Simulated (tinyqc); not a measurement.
## MOS inversion layer, Poisson-Schroedinger loop: effect of the sheet density of depletion charge

Electrons confined at an insulator interface at z = 0, treated as a hard wall; parabolic valleys, Hartree approximation, no image or exchange terms. The depletion charge lies far deeper than the electrons and gives a uniform field q Nd/(eps0 eps_r); the gate balances all charge. Energies are counted from the band edge at the interface.

Schroedinger equation -(C/mz) psi'' + (V0 + U) psi = E psi, C = hbar^2/(2 m0), psi(0) = 0, on a uniform mesh of 800 nodes with a far wall at 91 nm, 8 levels a set; V0 = q Nd z/(eps0 eps_r); dU/dz = q (Ns - integral of n from 0 to z)/(eps0 eps_r), U(0) = 0; N_k = g md m0 q Vt/(pi hbar^2) ln(1 + exp((EF - E_k)/Vt)), g the number of valleys of the set, sum N_k = Ns. Triangular well: E_k = a_k (C F^2/mz)^(1/3), a_1 = 2.338107, a_2 = 4.087949, C = hbar^2/(2 m0), F in eV/nm. Fang-Howard (all electrons in the lowest level of set A): b^3 = 6 (mz1/C) q (Nd + 11 Ns/32)/(eps0 eps_r), centroid 3/b, level C b^2/(4 mz1) + (3/b) q (Nd + 11 Ns/16)/(eps0 eps_r). The centroid adds 3.9 z_av/eps_r to an oxide-equivalent thickness. Shares under 0.0001 % are printed as 0.

Parameters, values chosen for the exercise; masses and permittivity close to those of In0.53Ga0.47As: temperature T = 77 K; relative permittivity eps_r = 13.8; mass along z of valley set A (1 valley(s)) mz1 = 0.0411 m0; in-plane density-of-states mass of set A md1 = 0.0409 m0; sheet density of electrons Ns = 4e11 cm^-2.

Constants: q = 1.602176634e-19 C, kB = 1.380649e-23 J/K, hbar = 1.054571817e-34 J s, m0 = 9.1093837015e-31 kg, Vt = kB T/q, eps0 = 8.8541878128e-14 F/cm where lengths are in cm, hbar^2/(2 m0) = 0.0380998212 eV nm^2. Results are converted to the units shown.

Effect of the sheet density of depletion charge:
columns A: Nd (cm^-2); B: A1 (meV); C: A2 (meV); D: EF (meV); E: share of A1 (%); F: share of A2 (%); G: centroid z_av (nm); H: added oxide equivalent (nm); I: Fang-Howard centroid (nm)
```
A          B     C     D     E        F     G     H     I
1e11    70.3  99.7  91.6  92.1     7.37  11.1  3.15  11.0
1.7e11  77.6   114   100  96.6     3.35  9.76  2.76  10.1
3.1e11  91.7   141   115  99.4    0.554  8.41  2.38  8.92
5.3e11   112   179   135   100   0.0385  7.34  2.07  7.81
9.4e11   146   242   170   100  5.52e-4  6.27  1.77  6.66
1.6e12   195   328   218   100        0  5.35  1.51  5.68
2.9e12   275   471   299   100        0  4.44  1.26  4.71
5e12     385   665   409   100        0  3.73  1.05  3.96
```

What does the table show?

As Nd goes from 1e11 to 5e12, A1 rises from 70.3 to 385 meV, the share of A1 rises from 92.1 to 100 % and the centroid falls from 11.1 to 3.73 nm. A1 goes as Nd^(0.62) between the last two rows (a triangular well in the field of that charge alone gives 2/3). The Fang-Howard centroid is 0.97 % below the full one in the first row, where A1 holds 92.1 %, and 6.0 % above it in the last, where A1 holds 100 %. For Nd = 2.9e12, 5e12 the energies exceed 0.25 eV, where non-parabolicity matters for so light a mass.

Computed by the program tinyqc: `OMP_NUM_THREADS=1 python tinyqc.py 2160162 2160163 out.jsonl`, one thread of a shared Intel Xeon 2.30GHz, about 0.5 s for the whole run.
